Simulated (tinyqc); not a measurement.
Inside a calculation. Model: equilibrium crystal shape, supported particles, Gibbs-Thomson effect and coarsening. Computed by tinyqc, a small Python program that keeps every step. Command: `OMP_NUM_THREADS=1 python tinyqc.py 3023926 3023927 out.jsonl wulff walk`. One thread of a shared host (Intel(R) Xeon(R) Processor @ 2.30GHz), about 0.05 s of CPU time with the checks. Intermediate numbers are printed to about 6 digits and carried at full precision; extremes and crossings named in words are read from the listed rows.

A cubic crystal bounded by {100}, {110} and {111} facets only.

Inputs (values chosen for the exercise, modelled on nickel):
```
quantity,value,unit
atomic volume Omega,10.94,angstrom^3
atoms in the particle N,890,-
work of adhesion W_a,1.3,J/m^2
temperature T,900,K
precipitate interface energy gamma_i,0.47,J/m^2
solubility x_inf at a flat interface,2.1e-05,-
diffusivity D,1.3e-18,m^2/s
mean radius at the start r0,6.4,nm
time t,29000,s
```

Surface energies: given.

surface energies gamma(100), gamma(110), gamma(111) (J/m^2): [2.46, 2.57, 2.12]

Constants: e = 1.602176634e-19 C; k_B = 8.617333262e-05 eV/K; k_B = 1.380649e-23 J/K.

## Surface energies

The energies and Omega are given.

gamma (J/m^2): (100) 2.46, (110) 2.57, (111) 2.12

Omega = 10.94 angstrom^3

## The Wulff shape

Wulff construction: the facet planes lie at distances lambda gamma from the centre, and the shape is the region inside all of them; V = (1/3) sum of area x distance. gamma_mean = sum A gamma / sum A; shape factor eta = A/V^(2/3) (4.836 for a sphere). lambda follows from V = N Omega.

area fractions: {100} 0.219519, {110} 0.020372, {111} 0.760110

gamma_mean = 2.20380 J/m^2

shape factor eta = 5.29560

distances of the planes from the centre (nm): {100} 1.35032, {110} 1.41070, {111} 1.16369

surface energy per atom = 0.373187 eV

Present: {100}, {110}, {111}. Caution: below a few thousand atoms edges and corners add to the energy and facets hold few atoms.

## Chemical potential of the particle

For the Wulff shape mu - mu(bulk) = 2 Omega gamma/h, with gamma and h = lambda gamma the energy and distance of any one facet plane, here (111); the vapour pressure rises by exp[(mu - mu(bulk))/(k_B T)].

mu - mu(bulk) = 248.791 meV

pressure ratio = 24.7268

This is 2/3 of the surface energy per atom (0.6667), since the total surface energy goes as N^(2/3).

## The particle on a substrate

Winterbottom: the particle sits on its largest facet family, {111}, with energy gamma_f; the substrate plane cuts the shape at the distance lambda (gamma_f - W_a) below the centre. Height over that of the free particle at the same lambda = (2 gamma_f - W_a)/(2 gamma_f). An isotropic particle with gamma_mean has cos(theta) = W_a/gamma_mean - 1 (Young-Dupre); a film dewets into particles whenever W_a < 2 gamma.

relative height = 0.693396

contact angle theta = 114.212 degrees

W_a is below gamma_f: more than half of the shape shows.

## Gibbs-Thomson solubility and coarsening

Spherical precipitates of nearly pure solute with atomic volume Omega: x(r) = x_inf exp(l/r), l = 2 gamma_i Omega/(k_B T). Diffusion-limited coarsening at small volume fraction (Lifshitz-Slyozov-Wagner): r^3 = r0^3 + K t, K = (4/9) D x_inf l; the number density falls as (r0/r)^3. The steady size distribution is assumed from the start, and D and x_inf are inputs that do not follow T.

capillary length l = 0.827598 nm

x(r0)/x_inf = 1.13805

rate constant K = 1.00415e-05 nm^3/s

mean radius at t = 6.40237 nm

number density over its start = 0.998890

The time to double the radius is 7 r0^3/K = 1.8e8 s; t is 1.6e-4 times that.

## Shape against the ratio gamma(100)/gamma(111)

Wulff construction: the facet planes lie at distances lambda gamma from the centre, and the shape is the region inside all of them; V = (1/3) sum of area x distance. gamma_mean = sum A gamma / sum A; shape factor eta = A/V^(2/3) (4.836 for a sphere). gamma(110)/gamma(111) is held at the value of this crystal.

Area fractions:
```
gamma(100)/gamma(111),{100},{110},{111},eta
0.550,1.00000,0.0000000,0.000000,6.00000
0.696,0.92008,0.0000000,0.079921,5.75421
0.835,0.69794,0.0000000,0.302064,5.40064
0.986,0.42067,0.0097305,0.569598,5.23946
1.160,0.21985,0.0203507,0.759795,5.29535
1.300,0.11735,0.0278871,0.854763,5.40568
1.510,0.02896,0.0387690,0.932274,5.57742
1.750,0.00000,0.0494645,0.950536,5.65794
```

{100} holds 100 % of the area in the first row and 0 % in the last; without {110} the limits are a cube below 1/sqrt(3) = 0.577 and an octahedron above sqrt(3) = 1.732. The roundest shape among these rows (eta = 5.239) is at the ratio 0.986; {110} shows in 5 rows.

Checks made by the program: volume against one third of area times distance (relative difference below 1e-10).
